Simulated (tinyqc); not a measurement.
# Nanowire ballistic transistor, top-of-the-barrier model, step by step

Program tinyqc, `OMP_NUM_THREADS=1 python tinyqc.py 2400017 2400018 out.jsonl`; Intel Xeon 2.30GHz, shared host, one thread, about 0.03 s. Printed values are rounded.

At the top of the source barrier, states moving towards the drain are filled by the source (Fermi level 0) and states moving back by the drain (Fermi level -q Vd); nothing scatters. U is the shift of the band edge there, set by the capacitances CG, CD and CS (the total) and by the charge. Parabolic one-dimensional subband; the source is grounded.

Parameters, values chosen for the exercise; mass and valleys close to those of a monolayer dichalcogenide: temperature T = 250 K; effective mass m = 0.506 m0; valley degeneracy gv = 2; relative permittivity of the gate insulator eox = 3.9; insulator thickness tox = 1.7 nm; wire diameter d = 6 nm; gate control CG/CS aG = 0.9; drain control CD/CS aD = 0.092; band edge at the barrier top above the source Fermi level at zero bias E0 = 0.36 eV; gate voltage Vg = 0.8 V; drain voltage Vd = 0.8 V.

Constants: q = 1.602176634e-19 C, kB = 1.380649e-23 J/K, hbar = 1.054571817e-34 J s, h = 6.62607015e-34 J s, m0 = 9.1093837015e-31 kg, Vt = kB T/q, eps0 = 8.8541878128e-14 F/cm where lengths are in cm. Results are converted to the units shown.

## Density of states, capacitances and charge at zero bias

N0 = gv sqrt(2 m kB T/pi)/hbar, CG = 2 pi eps0 eox/ln(1 + 2 tox/d), CS = CG/aG, n0 = n at U = 0 and Vd = 0. eta1 = -(E0 + U)/Vt, eta2 = eta1 - Vd/Vt, n = (N0/2)[F_(-1/2)(eta1) + F_(-1/2)(eta2)], F_(-1/2)(x) = (1/sqrt(pi)) int_0^infinity u^(-1/2)/(1 + exp(u - x)) du. UL = -(aG Vg + aD Vd).

N0 = 6.035667e6 cm^-1
CG = 4.832758 pF/cm
CS = 5.369731 pF/cm
n0 = 0.3337680 cm^-1
UL = -0.7936 eV

## Iteration 1: self-consistent potential at the barrier top

U at the start (U = UL) = -0.7936 eV

eta1 = -(E0 + U)/Vt, eta2 = eta1 - Vd/Vt, n = (N0/2)[F_(-1/2)(eta1) + F_(-1/2)(eta2)], F_(-1/2)(x) = (1/sqrt(pi)) int_0^infinity u^(-1/2)/(1 + exp(u - x)) du. U(out) = UL + q (n - n0)/CS. Newton step: U(new) = U + (U(out) - U)/(1 + CQ/CS), CQ = (q/Vt) dn/d(eta1) with both F' summed; F' = dF_(-1/2)/dx.

eta1 = 20.12688
eta2 = -17.00758
n = 1.526134e7 cm^-1
U(out) = -0.3382447 eV
CQ = 2.831298 pF/cm
U after iteration 1 = -0.4954502 eV

## Iteration 2: self-consistent potential at the barrier top

As before.

eta1 = 6.287336
eta2 = -30.84712
n = 8.436110e6 cm^-1
U(out) = -0.5418902 eV
CQ = 5.259931 pF/cm
U after iteration 2 = -0.5189100 eV

## Course of the iteration: self-consistent potential at the barrier top

Stop when U changes by less than 1e-9 eV, or after 90 iterations.

Course of the iteration:
```
iteration      U (eV)  |change| (eV)
1          -0.4954502          0.298
2          -0.5189100         0.0235
3          -0.5194700        5.60e-4
4          -0.5194703        2.63e-7
5          -0.5194703       5.78e-14
```

Converged in 5 iterations. At the end the number of correct digits about doubles with each step.

## Current, mean velocity and share of the gate voltage

converged U = -0.5194703 eV

N0 = gv sqrt(2 m kB T/pi)/hbar, CG = 2 pi eps0 eox/ln(1 + 2 tox/d), CS = CG/aG, n0 = n at U = 0 and Vd = 0. eta1 = -(E0 + U)/Vt, eta2 = eta1 - Vd/Vt, n = (N0/2)[F_(-1/2)(eta1) + F_(-1/2)(eta2)], F_(-1/2)(x) = (1/sqrt(pi)) int_0^infinity u^(-1/2)/(1 + exp(u - x)) du. I = gv (2 q^2/h) Vt [ln(1 + exp eta1) - ln(1 + exp eta2)]. Mean velocity I/(q n). CQ = (q/Vt) dn/d(eta1); the band edge follows the gate as -dU/dVg = aG/(1 + CQ/CS).

eta1 = 7.402304
n = 9.187519e6 cm^-1
I = 24.71384 uA
mean velocity = 1.678927e7 cm/s
CQ = 4.787387 pF/cm
-dU/dVg = 0.4758001 eV/V

The carriers from the source are degenerate (eta1 = 7.40), and the mean velocity is 2.43 times vT = sqrt(2 kB T/(pi m)) = 6.90e6 cm/s.
